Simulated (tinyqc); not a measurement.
Worked calculation: RHF in the sto-3g basis, for H3+, spin multiplicity 1. One step of it, computed by the program tinyqc.

Question. Iteration 2: building the Fock matrix. J_ij = sum D_kl (ij|kl), K_ij = sum D_kl (ik|jl); F = H + J - 0.5 K; E = tr D H + tr D J / 2 - 0.25 tr D K + E_nn.

D after iteration 1, order 1H 1s, 2H 1s, 3H 1s:
$$\begin{pmatrix}
0.340102 & 0.340248 & 0.340210 \\
0.340248 & 0.340394 & 0.340357 \\
0.340210 & 0.340357 & 0.340319
\end{pmatrix}$$

core Hamiltonian H = T + V (hartree), order 1H 1s, 2H 1s, 3H 1s:
$$\begin{pmatrix}
-1.466850 & -0.914608 & -0.914470 \\
-0.914608 & -1.467066 & -0.915004 \\
-0.914470 & -0.915004 & -1.467010
\end{pmatrix}$$

Two-electron integrals (ij|kl) in chemists' order, unique and non-zero (hartree):
```
(11|11) 0.774606   (21|11) 0.296112   (21|21) 0.146214   (22|11) 0.468697
(22|21) 0.296112   (22|22) 0.774606   (31|11) 0.296055   (31|21) 0.131282
(31|22) 0.235876   (31|31) 0.146164   (32|11) 0.235965   (32|21) 0.131356
(32|22) 0.296279   (32|31) 0.131337   (32|32) 0.146358   (33|11) 0.468656
(33|21) 0.235899   (33|22) 0.468815   (33|31) 0.296055   (33|32) 0.296279
(33|33) 0.774606
```

nuclear repulsion = 1.54291199 hartree

Give: Coulomb J; exchange K; Fock matrix F; total energy of this density.

Answer.

Coulomb J (hartree), order 1H 1s, 2H 1s, 3H 1s:
$$\begin{pmatrix}
1.1460 & 0.5600 & 0.5599 \\
0.5600 & 1.1463 & 0.5603 \\
0.5599 & 0.5603 & 1.1462
\end{pmatrix}$$

exchange K (hartree), order 1H 1s, 2H 1s, 3H 1s:
$$\begin{pmatrix}
0.8553 & 0.7054 & 0.7053 \\
0.7054 & 0.8558 & 0.7056 \\
0.7053 & 0.7056 & 0.8556
\end{pmatrix}$$

Fock matrix F (hartree), order 1H 1s, 2H 1s, 3H 1s:
$$\begin{pmatrix}
-0.7484 & -0.7073 & -0.7072 \\
-0.7073 & -0.7486 & -0.7075 \\
-0.7072 & -0.7075 & -0.7486
\end{pmatrix}$$

total energy of this density = -1.243680 hartree
